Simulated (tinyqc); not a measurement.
Crystal pulling from the melt: segregation, interface stability, heat balance and point-defect regime: one step, computed by the program tinyqc.

A dilute solute; steady pulling with a flat interface unless it is found unstable.

Problem. Constitutional supercooling. Liquidus slope per concentration (van 't Hoff): |m| = k_B T_m^2 (1 - k0)/L. Solute gradient at the interface: G_C = (V/D) C_s (1 - k0)/k0. Constitutional supercooling sets in when |m| G_C > G_L. Critical C_s from the equality.

Inputs (values chosen for the exercise, modelled on aluminium in silicon): equilibrium coefficient k0 = 0.0019; diffusivity in the melt D = 0.0003 cm^2/s; pull rate V = 1.2 mm/min; gradient in the melt G_L = 18 K/cm; latent heat per volume L = 4190 J/cm^3; melting point T_m = 1685 K.

C_s = 2.644236e+14 1/cm^3

Constants: k_B = 1.380649e-23 J/K.

Give: |m|; |m| G_C; critical C_s; ratio |m| G_C/G_L.

Solution.

|m| = 9.338e-21 K cm^3

|m| G_C = 0.008647 K/cm

critical C_s = 5.504e+17 1/cm^3

ratio |m| G_C/G_L = 4.804e-04

The interface is stable by this test, with a margin of 2100.
